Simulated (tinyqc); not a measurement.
# Read current of a NAND string, cells in series solved by shooting: effects of single changes

Cells in series, numbered from 0 at the source line (0 V) to the bit line, each followed by a gap resistance Rg. A cell with gate Vg, threshold VT, source Vs and drain Vd passes I = 2 nf K Vt^2 [F(Vs) - F(Vd)]/(1 + th max(Vg - VT, 0)), F(V) = ln^2(1 + exp((Vg - VT - nf V)/(2 nf Vt))). The selected cell has Vg = Vr, the others Vg = Vp.

Values chosen for this exercise; values of the order met in vertical NAND strings:

| symbol | value | unit | meaning |
|---|---|---|---|
| T | 358 | K | temperature |
| K | 13 | uA/V^2 | gain factor of a cell |
| nf | 2.4 |  | slope factor |
| th | 0.07 | 1/V | mobility reduction factor |
| Rg | 2.4 | kohm | resistance of the gap between cells |
| Vbl | 0.4 | V | bit-line voltage |
| Vp | 6.1 | V | pass voltage |
| Ve | -0.8 | V | threshold of an erased cell |
| Vh | 3.2 | V | threshold of the highest state |
| Vx | 0.9 | V | threshold of the selected cell |
| Is | 50 | nA | sensing current |
| Vr | 2.4 | V | read voltage on the selected word line |

Constants: q = 1.602176634e-19 C, kB = 1.380649e-23 J/K, Vt = kB T/q. Results are converted to the units shown.

Each table varies one quantity; the others keep the values above.

## Read current against the number of cells

For a trial current I start at 0 V and, cell by cell, solve for the drain: sqrt(F(Vd)) = sqrt(F(Vs) - I/k), k = 2 nf K Vt^2/(1 + th max(Vg - VT, 0)), Vd = [Vg - VT - 2 nf Vt ln(exp(sqrt F) - 1)]/nf, then add I Rg. The string current is the I for which the last node reaches Vbl. The apparent threshold is the Vr at which I = Is. Background: all other cells erased (VT = Ve) or all in the highest state (VT = Vh); ratio and shift are high over erased and high minus erased. The selected cell is in the middle, cell n/2.

Result of one run:

| n | I, others erased (uA) | I, others high (uA) | ratio | apparent VT, erased (V) | apparent VT, high (V) | background shift (mV) |
|---|---|---|---|---|---|---|
| 128 | 0.1511 | 0.07621 | 0.5043 | 1.109 | 1.242 | 132.9 |

What becomes of these results when the number of cells n is changed from 128 to 8, all else the same?

Result of the changed run:

| n | I, others erased (uA) | I, others high (uA) | ratio | apparent VT, erased (V) | apparent VT, high (V) | background shift (mV) |
|---|---|---|---|---|---|---|
| 8 | 1.750 | 1.080 | 0.6171 | 0.9700 | 0.9775 | 7.478 |

The whole series:

| n | I, others erased (uA) | I, others high (uA) | ratio | apparent VT, erased (V) | apparent VT, high (V) | background shift (mV) |
|---|---|---|---|---|---|---|
| 8 | 1.750 | 1.080 | 0.6171 | 0.9700 | 0.9775 | 7.478 |
| 16 | 1.029 | 0.5759 | 0.5597 | 0.9792 | 0.9942 | 15.03 |
| 32 | 0.5628 | 0.2975 | 0.5286 | 0.9976 | 1.028 | 30.39 |
| 64 | 0.2950 | 0.1512 | 0.5125 | 1.034 | 1.097 | 62.15 |
| 96 | 0.1999 | 0.1013 | 0.5070 | 1.072 | 1.167 | 95.64 |
| 128 | 0.1511 | 0.07621 | 0.5043 | 1.109 | 1.242 | 132.9 |
| 192 | 0.1016 | 0.05095 | 0.5015 | 1.184 | 1.714 | 529.9 |

With erased neighbours the current falls from 1.75 to 0.102 uA, as n^(-0.77) between the first two rows and n^(-0.98) between the last two (-1 once the series resistance rules). The ratio falls from 0.617 to 0.502 and the background shift rises from 7.48 to 530 mV.

## Effect of the pass voltage

Same model as above.

The string has 32 cells and the selected one is cell 16.

Effect of the pass voltage:

| Vp (V) | I, others erased (uA) | I, others high (uA) | ratio | apparent VT, erased (V) | apparent VT, high (V) | background shift (mV) |
|---|---|---|---|---|---|---|
| 4.3 | 0.4651 | 0.09132 | 0.1963 | 1.005 | 1.125 | 119.7 |
| 4.8 | 0.4950 | 0.1579 | 0.3189 | 1.003 | 1.073 | 70.08 |
| 5.3 | 0.5227 | 0.2164 | 0.4140 | 1.000 | 1.049 | 48.10 |
| 5.8 | 0.5483 | 0.2686 | 0.4900 | 0.9986 | 1.034 | 35.57 |
| 6.3 | 0.5721 | 0.3157 | 0.5519 | 0.9969 | 1.025 | 27.58 |
| 6.8 | 0.5942 | 0.3584 | 0.6030 | 0.9956 | 1.018 | 22.10 |
| 7.3 | 0.6149 | 0.3971 | 0.6458 | 0.9943 | 1.013 | 18.17 |

As Vp goes from 4.3 to 7.3 V, the current with erased neighbours rises from 0.465 to 0.615 uA, that with high neighbours rises from 0.0913 to 0.397 uA and the ratio rises from 0.196 to 0.646. The background shift falls from 120 to 18.2 mV. A higher pass voltage also disturbs erased cells more, which this model leaves out.

Program tinyqc, `OMP_NUM_THREADS=1 python tinyqc.py 2142205 2142206 out.jsonl`; Intel Xeon 2.30GHz, shared host, one thread, about 0.4 s.
